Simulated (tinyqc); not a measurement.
Hydrogen passivation of interface dangling bonds: competing passivation and dissociation with distributed barriers. Changing the hydrogen pressure p. Computed by tinyqc, a small Python program. Command: `OMP_NUM_THREADS=1 python tinyqc.py 3006236 3006237 out.jsonl passiv sweep`. One thread of a shared host (Intel(R) Xeon(R) Processor @ 2.30GHz), about 0.1 s of CPU time with the checks.

P_b + H2 gives P_bH + H at the rate k_f [H2]; P_bH gives P_b + H at the rate k_d. All defects start unpassivated. E_f and E_d are Gaussian and independent.

Inputs (values chosen for the exercise, close to those used for P_b centres at the silicon-oxide interface):
```
quantity                                      value          unit
defect density N0                           3.2e+12        1/cm^2
passivation prefactor k_f0                  1.2e-07        cm^3/s
mean passivation barrier E_f                   1.61            eV
spread sigma_f                                0.042            eV
dissociation prefactor k_d0                 1.2e+13           1/s
mean dissociation barrier E_d                  2.77            eV
spread sigma_d                                0.076            eV
H2 in the oxide per atm, solubility factor  1.4e+18  1/(cm^3 atm)
anneal temperature T                            575             C
anneal time t                                  1600             s
oxide thickness                                  23            nm
```

Constants: k_B = 8.617333262e-05 eV/K; e = 1.602176634e-19 C; eps_0 = 8.8541878128e-12 F/m.

Method:
- [H2] = solubility factor x p; a = k_f0 [H2] exp(-E_f/(k_B T)), d = k_d0 exp(-E_d/(k_B T)). For one pair of barriers the active share is y = [d + a exp(-(a + d) t)]/(a + d).
- Temperatures in kelvin are T(C) + 273.15.
- Average y over both Gaussians with 40 x 40 Gauss-Hermite points.
- Active density N0 y; threshold shift if each active defect holds one charge, e N0 y t_ox/(3.9 eps_0).
- Minimise the averaged y over T between 150 and 900 C: find where ln y is equal at T - 0.05 and T + 0.05 C; T is rounded to 0.1 C.

One run for each value:
```
hydrogen pressure p (atm)  active share y  best temperature (C)  least active share
0.003                           6.028e-03                 497.7           1.643e-03
0.009                           2.041e-03                 476.4           3.479e-04
0.03                            6.157e-04                 453.5           6.231e-05
0.09                            2.056e-04                 433.4           1.287e-05
0.3                             6.171e-05                 412.3           2.275e-06
0.9                             2.057e-05                 394.0           4.673e-07
3                               6.172e-06                 374.8           8.242e-08
9                               2.057e-06                 358.3           1.693e-08
30                              6.172e-07                 341.0           2.991e-09
```

Over the rows, active share y falls from 0.00603 to 6.17e-7 (exponent d ln y / d ln x about -1.00 throughout); best temperature (C) falls from 498 to 341 (exponent d ln y / d ln x about -0.041 throughout); least active share falls from 0.00164 to 2.99e-9 (exponent d ln y / d ln x about -1.4 throughout). The exponent of active share y stays between -1.00 and -0.99, near -1: steady balance d/a. High pressure speeds passivation and shifts the balance, the reason for high-pressure anneals.

Caution (all rows): atomic hydrogen, which both passivates and depassivates, and further passivation during cooling are left out. Caution (rows 0.00900, 0.0300, 0.0900, 0.300, 0.900, 3.00, 9.00, 30.0): a least active share below 1e-3 is a property of the model; measured passivation levels off well above it. Caution (rows 0.0300, 0.0900, 0.300, 0.900, 3.00, 9.00, 30.0): densities below a few 1e9 per cm^2 are formal: other defects set the floor in real interfaces.

Extremes, crossings and ranges named in words are read from the listed rows.
